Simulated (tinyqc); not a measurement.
Grain growth, pinning, strength and diffusional creep of a polycrystal or thin film: one step, computed by the program tinyqc.

One mean grain size d describes the structure.

Question. Yield stress. Hall-Petch term k_y/sqrt(d). Orowan term 3.06 x 0.4 G b ln(2 rbar/b)/(pi lambda sqrt(1 - nu)) with nu = 1/3, rbar = sqrt(2/3) r, lambda = rbar (sqrt(pi/f) - 2). The terms are added to sigma_0.

Inputs (values chosen for the exercise, modelled on tungsten):
```
quantity                    value       unit
shear modulus G               164        GPa
Burgers vector b            2.741   angstrom
anneal temperature T         2395          K
particle volume fraction f  0.014          -
particle radius r             3.2         nm
friction stress sigma_0       500        MPa
Hall-Petch slope k_y         0.71  MPa m^0.5
```

Sample: bulk.

grain size d = 274.9169 nm

Give: Hall-Petch term; Orowan term; yield stress.

Answer.

Hall-Petch term = 1354.1 MPa

Orowan term = 1864.5 MPa

yield stress = 3718.6 MPa
